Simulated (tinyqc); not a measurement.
Slater-Koster d bands of a bcc metal: one step. Second moment and the rectangular band. Two cases, with inputs chosen for the exercise.

Question. mu2 = z (dds^2 + 2 ddp^2 + 2 ddd^2)/5 per orbital, with z = 8 + 6 f2^2. A rectangular band with the same mu2 has width W = sqrt(12 mu2), Fermi level W (Nd/10 - 1/2) and bond energy -W Nd (10 - Nd)/20 (Friedel).

Give: mu2; W; Fermi level; bond energy per atom.

Case 1.

Values chosen (of the size met in Nb; shifted at random, so the results belong to these values and not to a real crystal): dds = -1.339 eV (dd sigma); ddp = 0.83 eV (dd pi); ddd = -0.228 eV (dd delta); Nd = 4 (d electrons per atom); f2 = 0.59 (factor on all three integrals for second neighbours).

Answer.

mu2 = 6.6074 eV^2
W = 8.9044 eV
Fermi level = -0.8904 eV
bond energy per atom = -10.6853 eV

Case 2.

Values chosen (of the size met in Fe; shifted at random, so the results belong to these values and not to a real crystal): dds = -0.701 eV (dd sigma); ddp = 0.47 eV (dd pi); ddd = -0.119 eV (dd delta); Nd = 6 (d electrons per atom); f2 = 0.487 (factor on all three integrals for second neighbours).

Answer.

mu2 = 1.8121 eV^2
W = 4.6632 eV
Fermi level = 0.4663 eV
bond energy per atom = -5.5958 eV

The bond energy is the attractive part alone; the repulsion between atoms, left out, cancels a large share of it in the cohesive energy.

Computed by tinyqc, one run a case: `OMP_NUM_THREADS=1 python tinyqc.py N N+1 out.jsonl` with N = 1480637, 1480676; one thread of a shared Intel(R) Xeon(R) Processor @ 2.30GHz, about 0.05 s a run at most.
